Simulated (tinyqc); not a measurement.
Gap against thickness: thin (001) film in sp3s* tight binding with raised dangling bonds.

Planes alternate anion (a), cation (c) along [001], a/4 apart, starting with an anion; zero in-plane momentum; levels counted from the bulk Ev, the lower root of [[Epa, Vxx], [Vxx, Epc]]; no spin-orbit coupling. Block of s, pz, s*: from an anion to the cation above, Vss/2 (s,s), Vsapc/2 (s,z), -Vscpa/2 (z,s), Vxx/2 (z,z), Vxapc/2 (s*,z), -Vpaxc/2 (z,s*); to the cation below the same with the s-z and s*-z signs reversed. Block of u = (px + py)/sqrt2 and v = (px - py)/sqrt2: to the cation above (Vxx + Vxy)/2 for u and (Vxx - Vxy)/2 for v, to the cation below the reverse. Each surface atom has two dangling sp3 hybrids; raising both by dl adds (dl/2) [[1, t], [t, 1]] to its s, pz levels (t = -1 at the bottom face, +1 at the top) and dl to the one of u, v in whose plane the missing bonds lie (v for a bottom anion or a top cation, u for a top anion).

Parameters, chosen for this exercise (near a published set for SiC, fitted to gaps, whose masses and valley positions are rough; not measured data): p = (-8.446, 2.124, -4.816, 4.344, 9.639, 9.339, -12.474, 3.06, 5.967, 9.464, 9.271, 8.77, 4.39) eV (order Esa, Epa, Esc, Epc, Exa, Exc, Vss, Vxx, Vxy, Vsapc, Vscpa, Vxapc, Vpaxc); a = 4.36 angstrom (lattice constant); dp = 30 eV (value of dl for the passivated films); Ns = (6, 9, 14, 15, 29, 31, 52, 63) (numbers of planes).

edges (eV): Gamma 5.99546, Delta 2.28951

Passivated films (finite dp, so levels can still be some meV from their limit), thickness N a/4. Highest level below mid-gap (either block) and the two lowest above it. The exponents are -d ln(shift)/d ln N between the sixth and the last film, for the valence level and for the lowest conduction level.

Levels (eV):

| N | thickness (angstrom) | Ev1 | Ec1 | Ec2 | gap |
|---|---|---|---|---|---|
| 6 | 6.54 | -0.4636 | 2.8034 | 4.2654 | 3.2669 |
| 9 | 9.81 | -0.3197 | 2.4823 | 3.0796 | 2.8020 |
| 14 | 15.26 | -0.1350 | 2.3791 | 2.6565 | 2.5141 |
| 15 | 16.35 | -0.1364 | 2.3604 | 2.5797 | 2.4968 |
| 29 | 31.61 | -0.0414 | 2.3087 | 2.3670 | 2.3501 |
| 31 | 33.79 | -0.0366 | 2.3063 | 2.3573 | 2.3428 |
| 52 | 56.68 | -0.0131 | 2.2957 | 2.3142 | 2.3088 |
| 63 | 68.67 | -0.0094 | 2.2936 | 2.3059 | 2.3030 |

exponents: valence 1.91, conduction 1.99

What can be read from this table?

The gap is 3.267 eV at 6.5 angstrom and 2.303 eV at 68.7, against 2.290 eV in the bulk along this line. At 15 planes the conduction side gives 71 meV of the widening and the valence side 136 meV. A hard-walled parabolic band has exponent 2; departures come from the offset between N a/4 and the effective width, from non-parabolicity and from the termination (odd and even N end differently: in the direction of the bond rows at the two faces and, in a compound, in the kind of atom), which also makes single steps in N uneven. Ec1 and Ec2 come from the neighbourhood of X.

Program tinyqc; command `OMP_NUM_THREADS=1 python tinyqc.py 1452893 1452894 out.jsonl`; about 0.4 s on one thread of a shared Intel(R) Xeon(R) Processor @ 2.30GHz.
